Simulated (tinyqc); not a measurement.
Vacancy excess varied: nucleation and growth of vacancy voids in a cooling silicon-like crystal. Computed by tinyqc, a small Python program. Command: `OMP_NUM_THREADS=1 python tinyqc.py 3023651 3023652 out.jsonl voids walk`. One thread of a shared host (Intel(R) Xeon(R) Processor @ 2.30GHz), about 0.8 s of CPU time with the checks.

Spherical voids; vacancies are lost only to voids.

Inputs (values chosen for the exercise, close to those used for silicon): vacancy density at the melting point C_m = 8.9e+14 1/cm^3; formation energy E_f = 4.13 eV; melting point T_m = 1685 K; diffusion prefactor D0 = 0.00042 cm^2/s; migration energy E_m = 0.37 eV; site density rho = 5e+22 1/cm^3; void surface energy gamma = 0.918 J/m^2; cooling rate q = 3.8 K/min; ratio (V/G)/xi_c = 2.26; limit of the excess at high V/G = 1.4e+14 1/cm^3; temperature step = 0.125 K.

Vacancy supply: from V/G.

Constants: k_B = 8.617333262e-05 eV/K; k_B = 1.380649e-23 J/K.

Method:
- C = C_x (u - 1)/(u + 0.2) with u = (V/G)/xi_c, a form chosen for the exercise.
- C_e = C_m exp[-(E_f/k_B)(1/T - 1/T_m)]; D = D0 exp(-E_m/(k_B T)); f = k_B T ln(C/C_e); r* = 2 gamma/(rho f); W* = 16 pi gamma^3/(3 rho^2 f^2); Z = f/sqrt(12 pi W* k_B T); I = rho Z (4 pi r* D C) exp(-W*/(k_B T)).
- March down from 1500 K in steps dT, dt = dT/q, with values at the upper end of each step: a class of I dt voids is born with r*; then all classes grow by r^2 += 2 D (C - C_e) dt/rho; C falls by the vacancies added to voids. Stop at 1150 K. T_n is the T of the largest I, N the final count (classes under 1e-6 /cm^3 are dropped), and the mean radius the number average.

initial excess C = 7.17073e+13 1/cm^3

At fixed q:
```
C (1/cm^3)   T_n (K)  N (1/cm^3)  mean radius (nm)
2.90e+13    1318.375  1.4917e+07            20.803
4.30e+13    1337.750  1.1277e+07            26.055
7.20e+13    1363.750  7.8205e+06            34.978
1.10e+14    1385.625  5.7883e+06            44.558
1.80e+14    1411.750  4.0809e+06            59.029
```

What does the comparison show, and why?

More vacancies nucleate earlier (T_n rises by 93 K) and give fewer, larger voids: N goes as C^-0.71 and the radius as C^0.57, steeper than the -1/2 and +1/2 of the scaling argument at fixed D, because D rises with T_n.

Extremes, crossings and ranges named in words are read from the listed rows.
